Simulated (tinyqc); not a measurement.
Two-diode model of a solar cell: one step of the calculation.

J is the current delivered and Vj = V + J Rs the junction voltage. J = X JL - J01 (exp(Vj/(n1 Vt)) - 1) - J02 (exp(Vj/(2 Vt)) - 1) - Vj/Rp. The photocurrent does not depend on voltage.

Problem. Figures of merit. Jsc at V = 0, Voc at J = 0, the maximum power point where J (1 + 2 Rs G) = G Vj with G = -dJ/dVj; FF = Vmp Jmp/(Voc Jsc); efficiency Vmp Jmp/(X Pin). Empirical fill factor without parasitics FF0 = (v - ln(v + 0.72))/(v + 1), v = Voc/(n1 Vt).

Inputs (values chosen for the exercise); values of the order met in cells of silicon:
- T = 348 K (temperature)
- JL = 41.4 mA/cm^2 (photocurrent at one sun)
- X = 1 suns (concentration)
- J01 = 6.1e-10 A/cm^2 (saturation current of the first diode)
- n1 = 1 (ideality factor of the first diode)
- Rs = 0.16 ohm cm^2 (series resistance)
- Rp = 90000 ohm cm^2 (shunt resistance)
- Pin = 100 mW/cm^2 (incident power at one sun)
- J02 = 1.1e-7 A/cm^2 (saturation current of the second diode (ideality 2))

Constants: q = 1.602176634e-19 C, kB = 1.380649e-23 J/K, Vt = kB T/q. Results are converted to the units shown.

Find: Jsc; Voc; Vmp; Jmp; FF; efficiency; FF0.

Solution.

Jsc = 41.400 mA/cm^2
Voc = 0.54012 V
Vmp = 0.45041 V
Jmp = 38.673 mA/cm^2
FF = 0.77898
efficiency = 17.419 %
FF0 = 0.79327

FF is 1.8 % below FF0. Removing one loss at a time changes the efficiency by: series resistance +0.24, second diode +0.10, shunt +0.00 points.

Numbers from tinyqc (`OMP_NUM_THREADS=1 python tinyqc.py 2280133 2280134 out.jsonl`; about 0.02 s on one thread of a shared Intel Xeon 2.30GHz).
